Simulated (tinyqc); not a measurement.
Across the gap: metal-induced gap states at the contact of a metal chain and a two-band chain.

The semiconductor alternates sites A at -Eg/2 and C at +Eg/2 with hopping -t; the gap runs from -Eg/2 to Eg/2. In the gap cosh(q a) = 1 + (Eg^2/4 - E^2)/(2 t^2) and the amplitude changes by -exp(-q a) a period. The metal has site energy 0 and hopping -tm; its end site has g_m = (E - i sqrt(4 tm^2 - E^2))/(2 tm^2). Sites 1, 2, ... count into the semiconductor, with energies e1, e2 alternating. The clean half chain has g1 = 1/(E - e1 - t^2 g2), g2 = 1/(E - e2 - t^2 g1), decaying root. With the contact G11 = 1/(1/g1 - tc^2 g_m), and the density on site j is -Im G_jj/pi = |psi_j/psi_1|^2 (-Im G11/pi), per spin, with psi_2/psi_1 = -t g2, psi_3/psi_2 = -t g1.

Inputs chosen for the exercise (gap and optical dielectric constant near those of GaAs; the chain itself is a model; shifted at random, so the results belong to these values and not to a real crystal):
```
symbol  value  unit      meaning
Eg      1.5    eV        gap
t       3.02   eV        hopping in the semiconductor
tm      3.07   eV        hopping in the metal
tc      2.22   eV        hopping across the contact
end     A                site that touches the metal
a       4      angstrom  period (two sites); one chain for each area a^2
```

E = f Eg. Share on C: the part of the summed density that lies on C sites, whose orbitals make the conduction edge.

Gap states:
```
f      E (eV)  xi = 1/(2q) (angstrom)  D1 (1/eV)  D2 (1/eV)  sum (1/eV)  share on C
-0.48  -0.720                   28.77     0.1723     0.0033      1.3528       0.019
-0.40  -0.600                   13.43     0.1242     0.0119      0.5287       0.087
-0.30  -0.450                   10.08     0.0886     0.0182      0.3262       0.170
-0.15  -0.225                    8.46     0.0562     0.0239      0.2125       0.298
0.00    0.000                    8.07     0.0358     0.0280      0.1633       0.438
0.15    0.225                    8.46     0.0217     0.0319      0.1424       0.595
0.40    0.600                   13.43     0.0054     0.0416      0.1824       0.886
0.48    0.720                   28.77     0.0011     0.0490      0.3857       0.979
```

Give the missing row, f = 0.30, E (eV) = 0.450.

Computed row:
```
f     E (eV)  xi = 1/(2q) (angstrom)  D1 (1/eV)  D2 (1/eV)  sum (1/eV)  share on C
0.30   0.450                   10.08     0.0112     0.0367      0.1464       0.766
```

The decay length xi of the density is shortest at mid-gap, 8.07 angstrom, and grows to 28.8 near the edges. The summed density is least at f = 0.15 (0.1424) and largest at f = -0.48 (1.3528 1/eV). The share on C goes from 0.02 to 0.98 and passes one half near f = +0.059, a point that depends on which site ends the chain. The states turn from valence-like to conduction-like across the gap; the branch point, where the decay is fastest, lies at mid-gap in this symmetric chain and is the usual estimate of the neutrality level.

(tinyqc, `OMP_NUM_THREADS=1 python tinyqc.py 1482828 1482829 out.jsonl`, Intel(R) Xeon(R) Processor @ 2.30GHz, 1 thread, shared host, about 0.01 s.)
